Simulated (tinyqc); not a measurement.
Surface photovoltage measurement of the minority-carrier diffusion length in a wafer: one step, computed by the program tinyqc. Command: `OMP_NUM_THREADS=1 python tinyqc.py 3130279 3130280 out.jsonl spv walk`. One thread of a shared host (Intel(R) Xeon(R) Processor @ 2.30GHz), about 0.01 s of CPU time with the checks.

Low injection, steady light, a depletion layer much thinner than 1/alpha and L. The excess density dn is taken at the front edge of the neutral region; light that reaches the back is lost.

Problem. The linear plot. alpha = (84.732/lambda - 76.417)^2 per cm with lambda in micrometre (an empirical fit for silicon between 0.7 and 1.05 micrometre). Thick wafer: dn = Phi L/((S_f + D/L)(L + 1/alpha)). Finite wafer, with s = S_b L/D, w = W/L, a = alpha L: dn = [Phi a/(a^2 - 1)] [a - B - exp(-alpha W)(a - s)/(cosh w + s sinh w)]/(S_f + B D/L), B = (sinh w + s cosh w)/(cosh w + s sinh w). Readings y = (Phi/dn) (1 + noise x g) at 780, 830, 880, 920, 950, 975 and 995 nm; a least-squares line y = c (1/alpha + L_app) gives L_app = intercept/slope.

Inputs (values chosen for the exercise, modelled on p-type silicon at room temperature): diffusion length L = 250 micrometre; wafer thickness W = 300 micrometre; diffusivity D = 26.3 cm^2/s; front recombination velocity S_f = 1800 cm/s; back recombination velocity S_b = 110000 cm/s; photon flux entering = 1e+11 1/(cm^2 s); relative noise of each reading = 0.2 %.

normal deviates g for the noise: [0.52, 0.06, 2.10, 0.36, 1.43, 1.13, 1.72]

Give: the table «Readings» with the columns 1/alpha (micrometre), y (cm/s), line (cm/s), for lambda (nm) = 780, 830, 880, 920, 950, 975, 995; slope; apparent length L_app; error of L_app (rounded to 0.001).

Solution.

Readings:
```
lambda (nm)  1/alpha (micrometre)  y (cm/s)  line (cm/s)
780                           9.6      3204         3162
830                          15.2      3285         3264
880                          25.3      3458         3452
920                          40.7      3697         3736
950                          61.3      4070         4118
975                          90.9      4634         4666
995                         130.9      5456         5406
```

slope = 18.51 cm/(s micrometre)

apparent length L_app = 161.2 micrometre

error of L_app (rounded to 0.001) = -35.532 %

Without noise the error would be -35.2 %, from the finite thickness at W/L = 1.2. S_f scales all readings alike and leaves L_app unchanged.
